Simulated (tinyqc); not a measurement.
Threshold-voltage variability of a planar MOSFET, analytic estimates: two steps of the calculation.

Three independent sources add in quadrature: random dopants in the depleted layer, metal-gate grains of two orientations, and roughness of the two gate edges acting through the roll-off VT = VT(long) - Vr exp(-L/l). These are first-order estimates: no three-dimensional electrostatics, no percolation.

Values chosen for this exercise; material values close to those of silicon:

| symbol | value | unit | meaning |
|---|---|---|---|
| L | 32 | nm | gate length |
| W | 88 | nm | gate width |
| G | 5 | nm | metal grain size |
| dW | 0.1 | eV | work-function difference of the two grain orientations |
| p | 0.6 |  | share of the orientation of higher work function |
| De | 1.8 | nm | rms roughness of one gate edge |
| La | 15 | nm | correlation length of the roughness |
| l | 6.6 | nm | decay length of the threshold roll-off |
| Vr | 1 | V | prefactor of the roll-off |
| Nb | 33554432 |  | number of cells |
| Y | 0.999 |  | wanted yield |

Question 1. Metal grains and edge roughness. Grains: Ng = L W/G^2 (at least 1), s2 = dW sqrt(p (1 - p)/Ng). Edges, with exponential correlation and u = W/La: the mean gate length has sL^2 = 2 De^2 (2/u)[1 - (1 - exp(-u))/u]; s3 = sL (Vr/l) exp(-L/l).

Find: Ng; s2; sL; dVT/dL; s3.

Answer 1.

Ng = 112.6
s2 = 4.616 mV
sL = 1.354 nm
dVT/dL = 1.188 mV/nm
s3 = 1.609 mV

Question 2. Margin in standard deviations for the wanted yield. Cells fail independently with probability Q(k) = erfc(k/sqrt(2))/2 when the margin is k standard deviations, and Y = exp(-Nb Q(k)). phi = exp(-k^2/2)/sqrt(2 pi). Newton steps on ln Q(k) = ln(-ln(Y)/Nb): k(new) = k + [ln Q - ln(-ln(Y)/Nb)] Q/phi.

k after iteration 1 = 8.3693813

Wanted: Q(k); phi; k after iteration 2.

Answer 2.

Q(k) = 2.8961e-17
phi = 2.4575e-16
k after iteration 2 = 6.7378

Program tinyqc, `OMP_NUM_THREADS=1 python tinyqc.py 2090095 2090096 out.jsonl`; Intel Xeon 2.30GHz, shared host, one thread, about 0.01 s.
